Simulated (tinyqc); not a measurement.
Inside a calculation: thin-film optics by transfer matrices. Values are carried at full precision from step to step, so a last printed digit may differ when a step is redone from the rounded ones.

Indices N = n + i k. Snell: N0 sin(theta) = N_j sin(theta_j), with Im(N_j cos theta_j) >= 0. Admittance y_j = N_j cos theta_j for s and N_j/cos theta_j for p. Phase delta_j = 2 pi N_j cos theta_j d_j/lambda. Layer matrix [[cos delta, -i sin delta/y], [-i y sin delta, cos delta]], multiplied from the top down to M. (B, C) = M (1, y_sub); r = (y0 B - C)/(y0 B + C), R = |r|^2, T = 4 Re y0 Re y_sub/|y0 B + C|^2, absorbed in the films 1 - R - T.

Parameters, chosen for this exercise (indices near those of Si3N4, SiO2 on Cu; not measured data): lam = 248 nm (vacuum wavelength); n0 = 1 (ambient index); n = (2.324, 1.494, 1.479) (n of Si3N4, SiO2, substrate); k = (0.005, 0, 1.857) (k in the same order); d = (15, 2.1) nm (thicknesses, top first); theta = 30 degrees (angle of incidence); pol = s (polarisation).

## Angles, admittances and phases

Form cos theta_j, y_j and delta_j.

cos theta_j: ambient 0.8660, film 1 0.9766+0.0001i, film 2 0.9423, substrate 1.0052+0.0215i

y_j: ambient 0.8660, film 1 2.2696+0.0051i, film 2 1.4078, substrate 1.4467+1.8984i

delta_j (rad): film 1 0.8625+0.0019i, film 2 0.0749

## Layer matrices and their product

Form each matrix and multiply from the top down.

matrix of film 1:
```
                1                2
1  0.6505-0.0015i  -0.0002-0.3346i
2  0.0068-1.7237i   0.6505-0.0015i
```

matrix of film 2:
```
          1         2
1    0.9972  -0.0532i
2  -0.1054i    0.9972
```

M:
```
                1                2
1  0.6135-0.0015i  -0.0003-0.3683i
2  0.0066-1.7874i   0.5571-0.0018i
```

Each matrix has determinant 1, and so has M.

## Reflection and transmission

Close the stack on the substrate.

B, C: 1.3122-0.5348i  0.8160-0.7325i

r = 0.0579+0.1734i
R = 0.0334
T into the substrate = 0.9562
absorbed in the films = 0.0104

The bare substrate would reflect 0.4402.

## Ellipsometric angles

Ellipsometry: rho = tan(Psi) exp(i Delta) = -conj(r_p/r_s) with the r of the admittance formula, Delta in 0 to 360 degrees, so that a bare dielectric at small angles gives Delta = 180.

Repeat the steps for both polarisations.

r_s = 0.0579+0.1734i
r_p = 0.1286+0.1907i
Psi = 51.52 degrees
Delta = 195.53 degrees

## Checks

- R against the recursion of Airy sums from the substrate up: both 0.033423.

tinyqc: `OMP_NUM_THREADS=1 python tinyqc.py 1651584 1651585 out.jsonl`; about 0.01 s, one thread, shared Intel(R) Xeon(R) Processor @ 2.30GHz.
